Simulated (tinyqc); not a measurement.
Finite line against the semi-infinite law: electromigration in a confined line: Blech product, Korhonen stress evolution and Black's law. Computed by tinyqc, a small Python program. Command: `OMP_NUM_THREADS=1 python tinyqc.py 3026599 3026600 out.jsonl emigr walk`. One thread of a shared host (Intel(R) Xeon(R) Processor @ 2.30GHz), about 0.01 s of CPU time with the checks.

The electron wind pushes atoms from the cathode (x = 0) to the anode (x = L); blocking ends build a back stress (tension positive). The input rho is taken not to change with temperature. d sigma/dt = d/dx [kappa (d sigma/dx + G)], with zero flux at both ends and sigma = 0 at t = 0.

Inputs (values chosen for the exercise, close to those used for ruthenium lines):

| quantity | value | unit |
|---|---|---|
| resistivity rho | 14.5 | micro-ohm cm |
| atomic volume Omega | 13.6 | angstrom^3 |
| effective charge number Z* | 1.6 | - |
| prefactor D0 | 1e-06 | m^2/s |
| activation energy E | 1.4 | eV |
| effective modulus B | 72 | GPa |
| critical stress sigma_c | 520 | MPa |
| current density j | 1.9 | MA/cm^2 |
| line length L | 22 | um |
| test temperature T | 350 | C |

Start: stress-free.

Constants: e = 1.602176634e-19 C; k_B = 8.617333262e-05 eV/K; k_B = 1.380649e-23 J/K.

Method:
- G = Z* e rho j/Omega; D = D0 exp(-E/(k_B T)); kappa = D B Omega/(k_B T); drift velocity of an unconfined line v = D Z* e rho j/(k_B T). SI: 1 micro-ohm cm = 1e-8 ohm m, 1 MA/cm^2 = 1e10 A/m^2.
- Temperatures in kelvin are T(C) + 273.15.
- At steady state sigma(x) = G (L/2 - x). A void forms only if the cathode stress reaches sigma_c, that is if j L exceeds (j L)_c = 2 Omega (sigma_c)/(Z* e rho). Time scale tau = L^2/kappa.
- sigma(x, t) = G L [1/2 - x/L - 4 sum_(m odd) cos(m pi x/L) exp(-m^2 pi^2 s)/(m pi)^2], s = t/tau, summed to m = 399.
- Semi-infinite line: sigma(0, t) = 2 G L sqrt(s/pi). One-term form: keep m = 1 alone.

tau = 248.294 h

stress gradient G = 51.9294 MPa/um

Cathode stress (MPa):

| s | t (h) | full series | semi-infinite | one term |
|---|---|---|---|---|
| 0.002 | 4.9659e-01 | 57.65 | 57.7 | 117.26 |
| 0.005 | 1.2415e+00 | 91.15 | 91.2 | 130.50 |
| 0.01 | 2.4829e+00 | 128.91 | 128.9 | 151.72 |
| 0.02 | 4.9659e+00 | 182.31 | 182.3 | 191.15 |
| 0.05 | 1.2415e+01 | 287.95 | 288.3 | 288.55 |
| 0.1 | 2.4829e+01 | 398.65 | 407.7 | 398.65 |
| 0.2 | 4.9659e+01 | 506.91 | 576.5 | 506.91 |
| 0.4 | 9.9317e+01 | 562.29 | 815.3 | 562.29 |
| 0.8 | 1.9863e+02 | 571.05 | 1153.0 | 571.05 |

What does the comparison show, and why?

Among these rows the semi-infinite law holds to 1 % up to s = 0.05 and the one-term form from s = 0.05 on: the far end is felt once sqrt(kappa t) is no longer small against L, and by then the terms with m > 1 have nearly died out. The critical stress 520 MPa is passed between s = 0.2 and 0.4. Caution: rows beyond sigma_c are formal, since a void ends the model there.
